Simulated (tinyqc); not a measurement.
Single-domain magnet: Stoner-Wohlfarth switching, Neel-Arrhenius retention, LLG dynamics and spin torque: one step, computed by the program tinyqc.

The moment is uniform, with unit vector m; z is the easy axis. mu_0 = 1.25663706212e-6 T m/A, gamma = 1.76085963023e11 rad/(s T).

Problem. Exact time to the equator. The polar equation dm_z/dt = -(1 - m_z^2)(i - m_z)/tau_D, i = I/I_c0, integrates to t = tau_D [F(cos theta_0) - F(0)], F(z) = -ln(1 - z)/(2 (i - 1)) + ln(1 + z)/(2 (i + 1)) + ln(i - z)/(i^2 - 1), theta_0 = 1/sqrt(2 Delta).

Inputs (values chosen for the exercise, for a model magnet): temperature T = 300 K; drive I/I_c0 = 4.1.

Shape: thin disc, easy axis normal to it.

stability factor Delta = 238.4687

tau_D = 0.4083469 ns

Give: time to m_z = 0.

Solution.

time to m_z = 0 = 0.47238 ns

Caution: a flat cylinder has a smaller N_z than the spheroid of the same t/d, so K_eff of a real disc is larger.
